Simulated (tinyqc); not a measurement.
Pelgrom slope, floor and doping from two device sizes.

Question. s^2 = A^2/(L W) + s0^2, with s0 independent of size and A = (q/Cox) sqrt(Na Wd/3) from random dopants alone, Cox = 3.9 eps0/ti. Find A, s0 and Na.

Parameters, values chosen for the exercise: oxide-equivalent thickness in inversion ti = 1.4 nm.

Constants: q = 1.602176634e-19 C, eps0 = 8.8541878128e-14 F/cm where lengths are in cm. Results are converted to the units shown.

s for gate areas 0.0081 and 0.13 um^2 (mV): [8.72378779, 2.85078293]
Wd = 32.1157180 nm

Answer. s^2 is linear in 1/area: slope A^2, intercept s0^2.

A = 0.766 mV um
s0 = 1.90 mV
Na = 1.30e18 cm^-3

Computed by the program tinyqc: `OMP_NUM_THREADS=1 python tinyqc.py 2090040 2090041 out.jsonl`, one thread of a shared Intel Xeon 2.30GHz, about 0.01 s for the whole run.
